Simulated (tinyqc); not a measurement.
Velocity overshoot from momentum and energy balance equations after a field step: one step, computed by the program tinyqc. Command: `OMP_NUM_THREADS=1 python tinyqc.py 3003387 3003388 out.jsonl overshoot walk`. One thread of a shared host (Intel(R) Xeon(R) Processor @ 2.30GHz), about 0.02 s of CPU time with the checks.

At t = 0 the field jumps from 0 to F in a uniform sample. v is the drift velocity and u = w - (3/2) k_B T the excess energy per carrier.

Question. Constants and steady state. dv/dt = e F/m - v/tau_m(u), du/dt = e F v - u/tau_E, tau_m(u) = tau_0/(1 + c u), tau_0 = m mu_0/e, c = mu_0/(e tau_E v_s^2); this choice gives the steady state v (1 + mu_0 F v/v_s^2) = mu_0 F, which saturates at v_s. Steady velocity v = 2 mu_0 F/(1 + sqrt(1 + 4 (mu_0 F/v_s)^2)); u = e F v tau_E; carrier temperature T + 2u/(3 k_B), neglecting the drift energy m v^2/2.

Inputs (values chosen for the exercise, modelled on electrons in GaN except for tau_E): effective mass m = 0.2 m_0; low-field mobility mu_0 = 1300 cm^2/(V s); saturation velocity v_s = 1.9 1e7 cm/s; energy relaxation time tau_E = 0.21 ps; field after the step F = 120 kV/cm; lattice temperature T = 300 K.

Scheme: explicit Euler.

Constants: m_0 = 9.1093837015e-31 kg; e = 1.602176634e-19 C; k_B = 8.617333262e-05 eV/K.

Give: tau_0; c; acceleration e F/m; steady velocity; steady excess energy; steady carrier temperature.

Answer.

tau_0 = 147.8 fs

c = 17.15 1/eV

acceleration e F/m = 0.1055 1e7 cm/s per fs

steady velocity = 1.788 1e7 cm/s

steady excess energy = 0.4505 eV

steady carrier temperature = 3785 K

tau_E/tau_0 = 1.42, and in the steady state tau_m has shrunk to 16.9 fs.
